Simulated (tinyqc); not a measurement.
# Transit time and capacitance from two cut-off frequencies

Problem. 1/(2 pi fT) = tauF + Vt C/JC, C the sum of the junction capacitances per area. Find C, tauF and the limit of fT at high current.

Inputs (values chosen for the exercise): temperature T = 250 K.

Constants: q = 1.602176634e-19 C, kB = 1.380649e-23 J/K, Vt = kB T/q. Results are converted to the units shown.

JC (mA/um^2): [0.022, 0.79]
fT (GHz): [23.253869, 47.233494]

Solution. The delay is a straight line in 1/JC with slope Vt C and intercept tauF.

C = 3.650 fF/um^2
tauF = 3.270 ps
limit of fT = 48.67 GHz

Numbers from tinyqc (`OMP_NUM_THREADS=1 python tinyqc.py 2320151 2320152 out.jsonl`; about 0.01 s on one thread of a shared Intel Xeon 2.30GHz).
